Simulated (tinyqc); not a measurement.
Hubbard chain of 5 sites, step by step. Computed by tinyqc, a small Python program that keeps every step. Settings: hopping = 1.09, U = 10.9, mixing = 1, iteration cap = 64. Command: `OMP_NUM_THREADS=1 python tinyqc.py 26495 26496 out.jsonl` (the two numbers bound the seeds that draw the settings). One thread of a shared host (Intel(R) Xeon(R) Processor @ 2.60GHz), about 0.2 s of CPU time with the checks. Later iterations appear only in the table of the cycle.

## Mean-field iteration 1

one-body matrix (hopping and site energies) (eV):
```
          1         2         3         4         5
1   0.00000  -1.09000   0.00000   0.00000   0.00000
2  -1.09000   0.00000  -1.09000   0.00000   0.00000
3   0.00000  -1.09000   0.00000  -1.09000   0.00000
4   0.00000   0.00000  -1.09000   0.00000  -1.09000
5   0.00000   0.00000   0.00000  -1.09000   0.00000
```

U = 10.90000 eV

electrons, up and down: 3  2

mixing = 1

n(up) at the start (a guess, not normalised): 1 0.65000, 2 0.55000, 3 0.65000, 4 0.55000, 5 0.65000

n(down) at the start (a guess): 1 0.35000, 2 0.45000, 3 0.35000, 4 0.45000, 5 0.35000

H(up) = T + U n(down), H(down) = T + U n(up); fill the lowest levels; n(new) = n + mixing (n(out) - n); E = tr T (rho up + rho down) + U sum n_up n_down of the output.

levels, up (eV): 2.39497  3.14134  3.81500  5.57866  6.32503

levels, down (eV): 4.57497  5.32134  7.08500  7.75866  8.50503

energy = 4.61751 eV

n(up) after iteration 1: 1 0.80158, 2 0.31886, 3 0.75912, 4 0.31886, 5 0.80158

n(down) after iteration 1: 1 0.19842, 2 0.68114, 3 0.24088, 4 0.68114, 5 0.19842

## Mean-field iteration 2

As before.

levels, up (eV): 1.75733  1.94589  2.39266  7.64130  8.06283

levels, down (eV): 2.83717  3.25870  8.50734  8.95411  9.14267

energy = -0.24628 eV

n(up) after iteration 2: 1 0.96565, 2 0.07041, 3 0.92788, 4 0.07041, 5 0.96565

n(down) after iteration 2: 1 0.03435, 2 0.92959, 3 0.07212, 4 0.92959, 5 0.03435

## Mean-field iteration 3

As before.

levels, up (eV): 0.17795  0.25414  0.62041  10.25281  10.49469

levels, down (eV): 0.40531  0.64719  10.27959  10.64586  10.72205

energy = -0.85797 eV

n(up) after iteration 3: 1 0.98839, 2 0.02377, 3 0.97569, 4 0.02377, 5 0.98839

n(down) after iteration 3: 1 0.01161, 2 0.97623, 3 0.02431, 4 0.97623, 5 0.01161

## Convergence

Each step fills the lowest levels of T + U n(other spin) and sets n(new) = n + mixing (n(out) - n); stop when output and input agree to 1e-8.

Course of the cycle:
```
iteration      E (eV)  largest |n(out) - n(in)|  mean |n_up - n_down|
1           4.6175105                  2.31e-01               0.48983
2          -0.2462782                  2.48e-01               0.88734
3          -0.8579692                  4.78e-02               0.96197
4          -0.8653785                  4.21e-03               0.96775
5          -0.8654178                  3.00e-04               0.96815
6          -0.8654180                  2.08e-05               0.96817
7          -0.8654180                  1.44e-06               0.96817
8          -0.8654180                  9.91e-08               0.96817
9          -0.8654180                  6.82e-09               0.96817
```

local moments n_up - n_down: 1 0.98000, 2 -0.96022, 3 0.96043, 4 -0.96022, 5 0.98000

Converged in 9 iterations. Before convergence this energy mixes input and output and is not variational, so it may rise towards its limit.

## Exact diagonalisation (100 states)

Lowest levels of the sector, and the double occupancy of the lowest state.

lowest levels (eV): -1.22952  -0.92954  -0.76011  -0.70282  -0.55277  -0.34159

double occupancy per site = 0.02094

The mean-field solution above lies 0.3641 eV above the exact energy.

## The lowest level by Lanczos steps

From a random start vector (not printed): a_j = <q_j|H|q_j>, b_j = norm of the remainder after orthogonalising; the Ritz value is the lowest eigenvalue of the tridiagonal matrix of a and b so far.

Lanczos:
```
j   a_j (eV)  b_j (eV)  lowest Ritz value (eV)
1    9.32606   7.06059               9.3260636
2    9.91945   8.48249               2.5559326
3   11.79971   3.97963              -0.7559177
4   14.12722   6.13985              -1.0150875
5   14.64781   6.79624              -1.0658191
6    6.09521   6.10092              -1.1129502
7   14.68503   6.06277              -1.1837844
8   16.24003   3.03795              -1.2148361
9   10.66002   9.16947              -1.2168969
10  11.05875   6.71666              -1.2201757
```
